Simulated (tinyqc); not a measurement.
# Thermal RC ladder, step response: what changes with what

A ladder of 2 nodes: R_i joins node i to node i + 1, the last R to the ambient; C_i is the heat capacity of node i; theta is the rise above ambient, zero at t = 0. d theta/dt = -A theta + b with b = (Pw/C_1, 0, ...), times in ms.

Parameters, values chosen for the exercise: resistances, junction to ambient R = [1.1, 0.47] K/W; heat capacities of the nodes C = [0.65, 4.2] mJ/K; power at node 1 from t = 0 Pw = 9.3 W.

Each table varies one quantity; the others keep the values above.

## Single pulses of growing length

A = C^(-1) K, K_ii = 1/R_(i-1) + 1/R_i (no first term for node 1), K_(i,i+1) = K_(i+1,i) = -1/R_i. The time constants tau_k are the inverse eigenvalues of A; the rise of node 1 per watt is Z(t) = sum_k r_k (1 - exp(-t/tau_k)), with r_k = v_k1^2 tau_k/C_1 and v_k the unit eigenvectors of C^(-1/2) K C^(-1/2).

Results:
```
t (ms)	Z(t) (K/W)	Z/sum R	t/C_1 (K/W)	rise (K)
0.12	0.1701	0.1083	0.1846	1.582
0.19	0.2571	0.1638	0.2923	2.391
0.31	0.3888	0.2476	0.4769	3.615
0.51	0.5676	0.3615	0.7846	5.279
1.4	1.013	0.6453	2.154	9.421
2.2	1.200	0.7641	3.385	11.16
3.6	1.370	0.8728	5.538	12.74
5.9	1.494	0.9514	9.077	13.89
9.6	1.554	0.9895	14.77	14.45
```

Estimate the missing row, t = 0.83 ms.

Computed row:
```
t (ms)	Z(t) (K/W)	Z/sum R	t/C_1 (K/W)	rise (K)
0.83	0.7776	0.4953	1.277	7.231
```

With this row back in the table: Z rises from 0.170 to 1.55 K/W, against 1.57 K/W in the steady state. In the first row it is 7.9 % below t/C_1, the limit in which only the first heat capacity is charged. It passes half of the steady value at t = 1.4 ms among the rows.

## Pulse trains: peak against mean temperature

For pulses of length tp = 2 ms and period tp/D, the steady peak rise per watt is sum_k r_k (1 - exp(-tp/tau_k))/(1 - exp(-tp/(D tau_k))), and the mean is D sum R.

Pulse trains: peak against mean temperature:
```
D	peak (K/W)	mean (K/W)	peak/mean	peak rise (K)
0.01	1.162	0.01570	74.03	10.81
0.02	1.162	0.03140	37.02	10.81
0.05	1.162	0.07850	14.81	10.81
0.1	1.162	0.1570	7.404	10.81
0.2	1.170	0.3140	3.727	10.88
0.3	1.196	0.4710	2.539	11.12
0.5	1.280	0.7850	1.630	11.90
0.8	1.445	1.256	1.151	13.44
```

What does the comparison show?

The peak rises from 1.16 to 1.45 K/W, while its ratio to the mean falls from 74.0 to 1.15. In the first row the peak is within 0.01 % of that of a single pulse, 1.16 K/W.

Computed by the program tinyqc: `OMP_NUM_THREADS=1 python tinyqc.py 2520119 2520120 out.jsonl`, one thread of a shared Intel Xeon 2.30GHz, about 0.01 s for the whole run.
